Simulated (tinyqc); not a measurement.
# Changing the temperature T

Model: Bloch-Grueneisen resistivity of a metal. Computed by tinyqc, a small Python program. Command: `OMP_NUM_THREADS=1 python tinyqc.py 3018896 3018897 out.jsonl bg sweep`. One thread of a shared host (Intel(R) Xeon(R) Processor @ 2.30GHz), about 0.01 s of CPU time with the checks.

Electrons scatter from a Debye spectrum of phonons (n = 5 for scattering within one band, n = 3 for scattering into a second, heavy band) and from static defects.

Inputs (values chosen for the exercise, modelled on gold):
```
quantity                      value         unit
exponent n                        5            -
Debye temperature Theta         178            K
transport coupling lambda_tr   0.16            -
Drude plasma energy hbar w_p    9.1           eV
residual resistivity rho_0     0.16  microohm cm
```

Addition: none.

Constants: k_B = 1.380649e-23 J/K; hbar = 1.054571817e-34 J s; eps_0 = 8.8541878128e-12 F/m; hbar = 6.582119569e-16 eV s; k_B = 8.617333262e-05 eV/K.

Method:
- rho_ph = (n - 1) rho_1 (T/Theta)^n J_n(Theta/T), with rho_1 = 2 pi lambda_tr k_B Theta/(hbar eps_0 w_p^2), the high-temperature line at T = Theta.
- J_n(y) = int_0^y x^n e^x/(e^x - 1)^2 dx, by 96 Gauss-Legendre points (upper limit at most 60).
- Matthiessen's rule: rho = rho_0 + rho_ph.
- Temperature coefficient (1/rho) d rho/dT by a central difference of +/- 0.5 K; residual ratio rho(295 K)/rho(4.2 K); scattering time tau = 1/(eps_0 w_p^2 rho); Wiedemann-Franz kappa = L_0 T/rho, L_0 = (pi^2/3)(k_B/e)^2.

One run for each value; columns: (1) temperature T (K); (2) resistivity rho (microohm cm); (3) phonon resistivity rho_ph (microohm cm); (4) temperature coefficient (1e-3/K); (5) Wiedemann-Franz conductivity (W/(m K)):
```
(1)     (2)         (3)     (4)     (5)
10   0.1604  3.8544e-04   1.206  152.32
16   0.1639  3.9074e-03   7.111  238.48
27   0.1963  3.6331e-02  24.802  335.97
45   0.3237  1.6369e-01  26.261  339.63
74   0.5843  4.2434e-01  15.488  309.38
120  0.9879  8.2795e-01   8.621  296.74
200  1.6489  1.4889e+00   4.906  296.32
330  2.6853  2.5253e+00   2.941  300.22
550  4.4125  4.2525e+00   1.773  304.51
900  7.1440  6.9840e+00   1.091  307.77
```

What does the table show, and why?

Over the rows, resistivity rho (microohm cm) rises from 0.160 to 7.14 (exponent d ln y / d ln x 0.046 between the first rows and 0.98 between the last); phonon resistivity rho_ph (microohm cm) rises from 3.85e-4 to 6.98 (exponent d ln y / d ln x 4.9 between the first rows and 1.0 between the last); temperature coefficient (1e-3/K) goes from 1.21 through a maximum among these rows, 26.3 at 45.0, to 1.09. At the high end the exponent of phonon resistivity rho_ph is 1.01, close to 1: the linear law of classical vibrations.

Caution (rows 45.0, 74.0): below about Theta/2 small-angle phonon scattering degrades heat flow more than charge flow, so a thermal conductivity taken from rho by the Wiedemann-Franz law would be too high.

Extremes, crossings and ranges named in words are read from the listed rows.
